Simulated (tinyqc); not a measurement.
## Pelgrom slope, floor and doping from two device sizes

Problem. s^2 = A^2/(L W) + s0^2, with s0 independent of size and A = (q/Cox) sqrt(Na Wd/3) from random dopants alone, Cox = 3.9 eps0/ti. Find A, s0 and Na.

Values chosen for this exercise: oxide-equivalent thickness in inversion ti = 1.6 nm.

Constants: q = 1.602176634e-19 C, eps0 = 8.8541878128e-14 F/cm where lengths are in cm. Results are converted to the units shown.

s for gate areas 0.0022 and 0.065 um^2 (mV): [21.8991613, 6.98091154]
Wd = 25.4308241 nm

Answer. s^2 is linear in 1/area: slope A^2, intercept s0^2.

A = 0.990 mV um
s0 = 5.80 mV
Na = 2.10e18 cm^-3

Numbers from tinyqc (`OMP_NUM_THREADS=1 python tinyqc.py 2090093 2090094 out.jsonl`; about 0.01 s on one thread of a shared Intel Xeon 2.30GHz).
